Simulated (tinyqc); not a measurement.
On-chip power grid, static voltage drop by conjugate gradients: two steps of the calculation.

A grid of 3 rows and 3 columns, node k = 3 row + column. Neighbours in a row are joined by Rx, in a column by Ry; pad nodes, which reach the supply through Rp: 0, 2, 6, 8. Each node draws I0, node 0 draws kh I0. The drops u = Vdd - V solve G u = i, with G the conductance matrix (1/Rp added on the diagonal at pad nodes).

Values chosen for this exercise:
```
symbol  value  unit                                   meaning
Vdd      0.75     V                            supply voltage
Rx       0.58   ohm        resistance of a horizontal segment
Ry        1.4   ohm          resistance of a vertical segment
Rp       0.34   ohm  resistance from a pad node to the supply
I0          6    mA          load current of an ordinary node
kh          3              factor on the load at the hot node
```

Question 1. Conjugate-gradient step. q = G p; a = (r.r)/(p.q); u(new) = u + a p; r(new) = r - a q; b = (r.r)(new)/(r.r); p(new) = r(new) + b p.

u after iteration 2 (mV):
```
           col 0      col 1      col 2
row 0  8.0339861  9.5118589  4.0640393
row 1  7.7898043  6.5717658  6.5717658
row 2  4.0640393  6.5717658  4.0640393
```

r after iteration 2 (mA):
```
           col 0      col 1     col 2
row 0  -3.255730  -8.040916  5.230969
row 1   1.413088  10.200133  2.417534
row 2   1.031871  -2.647333  0.161843
```

p after iteration 2 (mA):
```
           col 0      col 1     col 2
row 0  -1.933185  -0.318352  7.148694
row 1   7.300744  14.789927  7.007327
row 2   2.949596   1.942461  2.079568
```

Find: q; a; u after iteration 3; r after iteration 3; b; p after iteration 3.

Answer 1.

q (mA S):
```
        col 0   col 1   col 2
row 0  -15.07  -20.88   34.00
row 1   -3.21   46.30  -10.00
row 2    7.30  -11.15    2.83
```

a = 0.2541 ohm

u after iteration 3 (mV):
```
       col 0  col 1  col 2
row 0   7.54   9.43   5.88
row 1   9.65  10.33   8.35
row 2   4.81   7.07   4.59
```

r after iteration 3 (mA):
```
        col 0   col 1   col 2
row 0   0.573  -2.734  -3.410
row 1   2.229  -1.567   4.959
row 2  -0.824   0.186  -0.558
```

b = 0.2357

p after iteration 3 (mA):
```
        col 0   col 1   col 2
row 0   0.118  -2.809  -1.725
row 1   3.949   1.919   6.611
row 2  -0.129   0.644  -0.068
```

Question 2. Worst drop, pad currents and power lost. Pad current u/Rp; worst drop as a share of Vdd; power lost in the grid and pads sum_k i_k u_k; power delivered sum_k i_k (Vdd - u_k).

converged u (mV):
```
           col 0      col 1      col 2
row 0   7.520264   8.594108   5.218216
row 1  10.694018  10.934848  10.156285
row 2   4.886459   7.336195   4.815061
```

Wanted: worst drop; share of Vdd; pad currents; power lost; power delivered.

Answer 2.

worst drop = 10.935 mV
share of Vdd = 1.4580 %
pad currents (mA): node 0 22.118, node 2 15.348, node 6 14.372, node 8 14.162
power lost = 0.51118 mW
power delivered = 48.989 mW

The pad currents add up to the total load, 66.00 mA. The worst drop is at node 4, not at the hot node.

Numbers from tinyqc (`OMP_NUM_THREADS=1 python tinyqc.py 2770151 2770152 out.jsonl`; about 0.2 s on one thread of a shared Intel Xeon 2.30GHz).
